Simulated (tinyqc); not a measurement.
Self-heating of a transistor with one or more fingers, with temperature-dependent conductivity: one step, computed by the program tinyqc. Command: `OMP_NUM_THREADS=1 python tinyqc.py 3009235 3009236 out.jsonl selfheat walk`. One thread of a shared host (Intel(R) Xeon(R) Processor @ 2.30GHz), about 0.05 s of CPU time with the checks.

N long parallel fingers lie on the top face of a slab whose bottom is held at T_0; the top is otherwise insulated, and heat flows in two dimensions. P in W/mm is 1000 P in W/m.

Task: Correction for the falling conductivity. Kirchhoff transformation for kappa = kappa_0 (T/T_0)^-m: T = T_0 [1 - (m - 1) theta/T_0]^(-1/(m - 1)), where theta is the linear rise. The bracket vanishes at the power P T_0/((m - 1) theta).

Inputs (values chosen for the exercise, modelled on indium phosphide): exponent m in kappa ~ T^-m = 1.41; base temperature T_0 = 298 K; power per gate width P = 1.2 W/mm.

Power: power rises with temperature.

largest theta = 70.61728 K

Give: peak temperature; true rise; true rise / linear rise; power at which the formula diverges.

Result:

peak temperature = 382.4 K

true rise = 84.37 K

true rise / linear rise = 1.195

power at which the formula diverges = 12.35 W/mm

The falling conductivity adds 19.5 % to the rise.
